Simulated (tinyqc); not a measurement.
Ground states by the convex hull: cluster expansion of a binary alloy: correlations, fit, cross-validation and ground states. Computed by tinyqc, a small Python program. Command: `OMP_NUM_THREADS=1 python tinyqc.py 3014859 3014860 out.jsonl clex walk`. One thread of a shared host (Intel(R) Xeon(R) Processor @ 2.30GHz), about 0.06 s of CPU time with the checks.

s = +1 for A and -1 for B. Energy per site E = J0 + J1 P(point) + sum over clusters of m V P, with P the mean product of spins; V > 0 on a pair favours unlike neighbours. Clusters per site m: pair 1 2, pair 2 2, pair 3 2, triplet 4; the triplet is two first-neighbour bonds at a right angle. Formation energies are counted from the line between pure A and pure B, which removes J0 and J1.

Inputs (values chosen for the exercise, for a model alloy):

| quantity | value | unit |
|---|---|---|
| first-pair interaction V1 | -20.3 | meV |
| second-pair interaction V2 | -7.4 | meV |
| third-pair interaction V3 | 1.3 | meV |
| triplet interaction Vt | -4.3 | meV |
| noise amplitude | 4 | meV/site |

Lattice: square.

Method:
- Design matrix of formation energies: m (P - 1) for pairs and m (P(triplet) - P(point)) for the triplet; x = (1 - P(point))/2.
- Exact: X V with V = (V1, V2, V3, Vt). The data to fit add the noise amplitude times the normal numbers, standing for what the clusters leave out.
- Leave out pair 3: A = X^T X and b = X^T E (E being the data with noise) over these three columns; solve A V = b. The root-mean-square error runs over the structures between the pure ends.
- Height above the hull = E less the lowest straight line between two structures that bracket x (or the lowest structure at the same x). The three-term fit is X V with the fitted values.

correlations P, counted on periodic cells:
```
                      point    pair 1    pair 2    pair 3   triplet
A                   1.00000   1.00000   1.00000   1.00000   1.00000
A3B p(2x2)          0.50000   0.00000   0.00000   1.00000  -0.50000
A3B c(4x2)          0.50000   0.00000   0.00000   0.50000  -0.50000
A2B diagonal rows   0.33333  -0.33333   0.33333  -0.33333  -0.33333
A2B rows            0.33333   0.33333  -0.33333   0.33333   0.33333
AB c(2x2)           0.00000  -1.00000   1.00000   1.00000   0.00000
AB p(2x1)           0.00000   0.00000  -1.00000   1.00000   0.00000
A2B2 rows           0.00000   0.50000   0.00000   0.00000   0.00000
AB2 diagonal rows  -0.33333  -0.33333   0.33333  -0.33333   0.33333
AB2 rows           -0.33333   0.33333  -0.33333   0.33333  -0.33333
AB3 p(2x2)         -0.50000   0.00000   0.00000   1.00000   0.50000
AB3 c(4x2)         -0.50000   0.00000   0.00000   0.50000   0.50000
B                  -1.00000   1.00000   1.00000   1.00000  -1.00000
```

standard normal numbers for the noise (0 for the pure ends): A 0.000, A3B p(2x2) -1.265, A3B c(4x2) 1.184, A2B diagonal rows 0.355, A2B rows -0.298, AB c(2x2) -0.533, AB p(2x1) 0.440, A2B2 rows 0.543, AB2 diagonal rows 0.024, AB2 rows -0.928, AB3 p(2x2) -0.316, AB3 c(4x2) -1.122, B 0.000

X:
```
                     pair 1    pair 2    pair 3   triplet
A                   0.00000   0.00000   0.00000   0.00000
A3B p(2x2)         -2.00000  -2.00000   0.00000  -4.00000
A3B c(4x2)         -2.00000  -2.00000  -1.00000  -4.00000
A2B diagonal rows  -2.66667  -1.33333  -2.66667  -2.66667
A2B rows           -1.33333  -2.66667  -1.33333   0.00000
AB c(2x2)          -4.00000   0.00000   0.00000   0.00000
AB p(2x1)          -2.00000  -4.00000   0.00000   0.00000
A2B2 rows          -1.00000  -2.00000  -2.00000   0.00000
AB2 diagonal rows  -2.66667  -1.33333  -2.66667   2.66667
AB2 rows           -1.33333  -2.66667  -1.33333   0.00000
AB3 p(2x2)         -2.00000  -2.00000   0.00000   4.00000
AB3 c(4x2)         -2.00000  -2.00000  -1.00000   4.00000
B                   0.00000   0.00000   0.00000   0.00000
```

fitted V1, V2, Vt (meV): -19.5733  -7.1864  -4.6227

exact energies (meV/site): A 0.0000, A3B p(2x2) 72.6000, A3B c(4x2) 71.3000, A2B diagonal rows 72.0000, A2B rows 45.0667, AB c(2x2) 81.2000, AB p(2x1) 70.2000, A2B2 rows 32.5000, AB2 diagonal rows 49.0667, AB2 rows 45.0667, AB3 p(2x2) 38.2000, AB3 c(4x2) 36.9000, B 0.0000

Hull among these structures (meV/site):

| structure | x | exact E | above hull | fitted E | above hull, fit |
|---|---|---|---|---|---|
| A | 0.0000 | 0.000 | 0.000 | 0.000 | 0.000 |
| A3B p(2x2) | 0.2500 | 72.600 | 72.600 | 72.010 | 72.010 |
| A3B c(4x2) | 0.2500 | 71.300 | 71.300 | 72.010 | 72.010 |
| A2B diagonal rows | 0.3333 | 72.000 | 72.000 | 74.105 | 74.105 |
| A2B rows | 0.3333 | 45.067 | 45.067 | 45.262 | 45.262 |
| AB c(2x2) | 0.5000 | 81.200 | 81.200 | 78.293 | 78.293 |
| AB p(2x1) | 0.5000 | 70.200 | 70.200 | 67.892 | 67.892 |
| A2B2 rows | 0.5000 | 32.500 | 32.500 | 33.946 | 33.946 |
| AB2 diagonal rows | 0.6667 | 49.067 | 49.067 | 49.450 | 49.450 |
| AB2 rows | 0.6667 | 45.067 | 45.067 | 45.262 | 45.262 |
| AB3 p(2x2) | 0.7500 | 38.200 | 38.200 | 35.029 | 35.029 |
| AB3 c(4x2) | 0.7500 | 36.900 | 36.900 | 35.029 | 35.029 |
| B | 1.0000 | 0.000 | 0.000 | 0.000 | 0.000 |

lowest exact formation energy = 0 meV/site

Only the pure ends are on the exact hull: at zero temperature the alloy separates. The fit finds the same set. A structure at zero height may lie on a tie line without being a vertex, and structures outside this list could lie lower.

Extremes, crossings and ranges named in words are read from the listed rows.
